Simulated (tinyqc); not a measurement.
Worked calculation: geometry optimisation on the RHF/sto-3g surface (energies and gradients from PySCF), for BeH2, spin multiplicity 1. One step of it, computed by the program tinyqc.

Problem. Step 1: move. Steepest descent, p = -g / 0.15; steps longer than 0.5 bohr are cut back.

positions at the start (bohr):
```
,x,y,z
1Be,0.066140,-0.153068,-0.026456
2H,0.024566,2.560579,0.296687
3H,0.037795,-2.685301,0.268341
```

gradient (hartree/bohr):
```
,x,y,z
1Be,0.00228906,-0.02988378,-0.01982343
2H,-0.00139800,0.05217607,0.01153028
3H,-0.00089106,-0.02229229,0.00829315
```

Give: positions after step 1.

Solution.

positions after step 1 (bohr):
```
,x,y,z
1Be,0.0509,0.0462,0.1057
2H,0.0339,2.2127,0.2198
3H,0.0437,-2.5367,0.2131
```
